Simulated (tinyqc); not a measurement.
Worked calculation: Pariser-Parr-Pople SCF with singles CI, for the molecule C=CC=CC=CC=C (SMILES; centres numbered as the heavy atoms are written). One step of it, computed by the program tinyqc.

Task: Iteration 2: Fock matrix. F_rr = H_rr + P_rr gamma_rr / 2 + sum_(s != r) P_ss gamma_rs; F_rs = H_rs - P_rs gamma_rs / 2; E = tr P (H + F) / 2 + core repulsion sum_(r<s) z_r z_s gamma_rs.

P after iteration 1, lower triangle:
```
           1C         2C         3C         4C         5C        6C        7C        8C
1C   1.000000
2C   0.888924   1.000000
3C   0.000000   0.450047   1.000000
4C  -0.356064   0.000000   0.795547   1.000000
5C   0.000000  -0.081838   0.000000   0.483349   1.000000
6C   0.230208   0.000000  -0.334018   0.000000   0.795547  1.000000
7C   0.000000   0.023982   0.000000  -0.081838   0.000000  0.450047  1.000000
8C  -0.173312   0.000000   0.230208   0.000000  -0.356064  0.000000  0.888924  1.000000
```

core matrix H (eV), lower triangle:
```
            1C          2C          3C          4C          5C          6C          7C          8C
1C  -30.697454
2C   -2.320000  -34.577335
3C    0.000000   -2.320000  -36.767252
4C    0.000000    0.000000   -2.320000  -37.700911
5C    0.000000    0.000000    0.000000   -2.320000  -37.700911
6C    0.000000    0.000000    0.000000    0.000000   -2.320000  -36.767252
7C    0.000000    0.000000    0.000000    0.000000    0.000000   -2.320000  -34.577335
8C    0.000000    0.000000    0.000000    0.000000    0.000000    0.000000   -2.320000  -30.697454
```

repulsion gamma_rs (eV), lower triangle:
```
           1C         2C         3C         4C         5C         6C         7C         8C
1C  11.130000
2C   5.345504  11.130000
3C   3.872202   5.346849  11.130000
4C   2.880878   3.872231   5.344561  11.130000
5C   2.343816   2.881414   3.872202   5.345808  11.130000
6C   1.946733   2.343827   2.880878   3.872202   5.344561  11.130000
7C   1.680513   1.946998   2.343827   2.881414   3.872231   5.346849  11.130000
8C   1.467807   1.680513   1.946733   2.343816   2.880878   3.872202   5.345504  11.130000
```

Centres (angstrom, eV; a flat drawing with bonds scaled to 1.40 angstrom):
```
centre          x          y  core charge z          W   gamma_rr
1C      -4.252000  -0.231000              1  11.160000  11.130000
2C      -3.020000   0.434000              1  11.160000  11.130000
3C      -1.828000  -0.299000              1  11.160000  11.130000
4C      -0.596000   0.367000              1  11.160000  11.130000
5C       0.596000  -0.367000              1  11.160000  11.130000
6C       1.828000   0.299000              1  11.160000  11.130000
7C       3.020000  -0.434000              1  11.160000  11.130000
8C       4.252000   0.231000              1  11.160000  11.130000
```

Give: F; pi energy.

Result:

F (eV), lower triangle:
```
         1C       2C       3C       4C       5C       6C       7C       8C
1C  -5.5950
2C  -4.6959  -5.5950
3C   0.0000  -3.5232  -5.5950
4C   0.5129   0.0000  -4.4459  -5.5950
5C   0.0000   0.1179   0.0000  -3.6119  -5.5950
6C  -0.2241   0.0000   0.4811   0.0000  -4.4459  -5.5950
7C   0.0000  -0.0233   0.0000   0.1179   0.0000  -3.5232  -5.5950
8C   0.1272   0.0000  -0.2241   0.0000   0.5129   0.0000  -4.6959  -5.5950
```

pi energy = -99.0560 eV
